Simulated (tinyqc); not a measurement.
Heterojunction of two tight-binding chains, step by step. Values are carried at full precision from step to step, so a last printed digit may differ when a step is redone from the rounded ones.

Left chain: hopping -t1, sites at 2 t1 (band bottom 0). Right chain: hopping -t2, sites at dE + 2 t2 (bottom dE). t = c/(m a^2), c = hbar^2/2m0. The bond across the interface is -tc with tc = f sqrt(t1 t2), and the last left site has the extra energy U. In a chain E = bottom + 2t (1 - cos(ka)); the surface Green function of a half chain is g = -exp(ika)/t, with Im k > 0 where cos(ka) > 1.

Constants: hbar^2/2m0 = 3.80998211 eV angstrom^2.

Inputs chosen for the exercise (masses and offset of the size met at Si / SiGe; not measured data): a = 5.65 angstrom (site spacing); m1 = 0.172 m0 (mass on the left); m2 = 0.19 m0 (mass on the right); f = 1 (factor on the interface hopping); dE = 0.15 eV (band offset); E = 0.55 eV (electron energy); U = 0.24 eV (extra energy on the last left site).

## Hoppings

Form t1, t2 and tc.

t1 = 0.6939 eV
t2 = 0.6282 eV
tc = 0.6602 eV

## Wave numbers and velocities

The left chain has hopping t1 and band bottom 0, the right one t2 and dE. cos(ka) = 1 - (E - bottom)/(2t); dE/dk = 2 t a sin(ka).

ka (rad): left 0.92267, right 0.82083

dE/dk (eV angstrom): left 6.2511, right 5.1939

## Self-energies on the last left site

Hoppings t1 (left), t2 (right), tc (interface); g is the surface Green function of a half chain. The rest of the left chain gives S1 = t1^2 g1 = -t1 exp(i k1 a); the right chain gives S2 = tc^2 g2 = -(tc^2/t2) exp(i k2 a).

S1 = -0.41890-0.55319i eV
S2 = -0.47297-0.50774i eV

## Transmission

The last site of the left chain has energy 2 t1 + U, and S1, S2 are the self-energies of the two half chains on it. G = 1/(E - 2 t1 - U - S1 - S2); T = 4 Im(S1) Im(S2) |G|^2.

G = -0.1603-0.9145i 1/eV
T = 0.9684

A fraction 0.0316 is reflected although the electron lies above the step.

## Checks

- T from the Green function against 1 - |r|^2 from matching plane waves: both 0.968421.

Run: tinyqc, `OMP_NUM_THREADS=1 python tinyqc.py 1482470 1482471 out.jsonl`; Intel(R) Xeon(R) Processor @ 2.30GHz, one thread, shared host; about 0.01 s of CPU time with all checks.
